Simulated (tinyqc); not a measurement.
Thin film between two gates, subbands and threshold shift from confinement: confinement against the film thickness.

Undoped body with a flat potential across it, hard walls, transport along x. One isotropic valley (g = 1, mx = my = mz = me). Non-parabolicity enters the subband edges through E (1 + al E) = gamma, so E = 2 gamma/(1 + sqrt(1 + 4 al gamma)); motion within a subband is taken as parabolic with the band-edge mass. Energies are counted from the bulk band edge.

gamma = C (pi k/(t + dl))^2/mz, C = hbar^2/(2 m0). Each subband has N_k = g sqrt(mx my) m0 kB T/(pi hbar^2); without degeneracy n = exp(EF/Vt) sum N_k exp(-E_k/Vt). Classical value Nc times t, Nc = sum over valleys of 2 g (m m0 kB T/(2 pi hbar^2))^1.5 with m = (mx my mz)^(1/3). Threshold shift dVT = Vt ln(classical value/sum N_k exp(-E_k/Vt)). With degeneracy n = sum N_k F((EF - E_k)/Vt), F(x) = ln(1 + exp(x)); gate: Vg = EF + q n/(Cg P), P = 2 (both faces), summed over the 60 lowest subbands at most, with Vg counted from the value that would put EF at the bulk band edge of an empty body. The last two columns are for Vg = 0.5 V; sensitivity d(dVT)/dt by central differences between 0.99 and 1.01 times the value.

Parameters, values chosen for the exercise; masses close to those of InAs: temperature T = 300 K; mass at the band edge me = 0.0229 m0; non-parabolicity al = 2.6 1/eV; widening of the box by penetration into the insulator dl = 0.3 nm; gate capacitance per area of interface Cg = 2.1 uF/cm^2.

Constants: q = 1.602176634e-19 C, kB = 1.380649e-23 J/K, hbar = 1.054571817e-34 J s, m0 = 9.1093837015e-31 kg, Vt = kB T/q, hbar^2/(2 m0) = 0.0380998212 eV nm^2. Results are converted to the units shown.

Confinement against the film thickness:

| t (nm) | E_1 (meV) | gap to the next edge (meV) | dVT (mV) | sensitivity (mV/nm) | n/P (cm^-2) | share of the lowest subband (%) |
|---|---|---|---|---|---|---|
| 3 | 593.1 | 749.7 | 535.0 | -215.1 | 3.292e9 | 100.0 |
| 3.8 | 450.1 | 598.5 | 398.1 | -135.9 | 1.957e11 | 100.0 |
| 4.8 | 336.6 | 475.2 | 290.7 | -84.63 | 5.733e11 | 100.0 |
| 6.1 | 244.9 | 371.3 | 205.1 | -50.87 | 8.940e11 | 99.99 |
| 7.7 | 176.0 | 288.7 | 142.2 | -30.14 | 1.147e12 | 98.66 |
| 9.8 | 122.2 | 219.0 | 94.62 | -16.86 | 1.496e12 | 84.35 |
| 12 | 88.28 | 171.0 | 65.94 | -9.967 | 1.808e12 | 72.45 |
| 16 | 54.17 | 116.9 | 39.02 | -4.412 | 2.228e12 | 59.22 |
| 20 | 36.40 | 84.80 | 26.33 | -2.247 | 2.566e12 | 49.92 |

What does the table show?

As t grows from 3 to 20 nm, E_1 falls from 593 to 36.4 meV and dVT falls from 535 to 26.3 mV. E_1 goes as t^(-1.17) at the thin end (-2 for a parabolic band without penetration); a thickness error of 0.2 nm moves the threshold by 43 mV in the first row and 0.45 mV in the last. The charge per interface area rises from 3.29e9 to 2.57e12 cm^-2. For t = 9.8, 12, 16, 20 the charge in the last two columns would bend the potential across the body noticeably, which is left out.

Range of the model: Non-parabolicity also makes carriers heavier within each subband, which is left out, so densities of states are understated at high energy.

Numbers from tinyqc (`OMP_NUM_THREADS=1 python tinyqc.py 2350078 2350079 out.jsonl`; about 0.02 s on one thread of a shared Intel Xeon 2.30GHz).
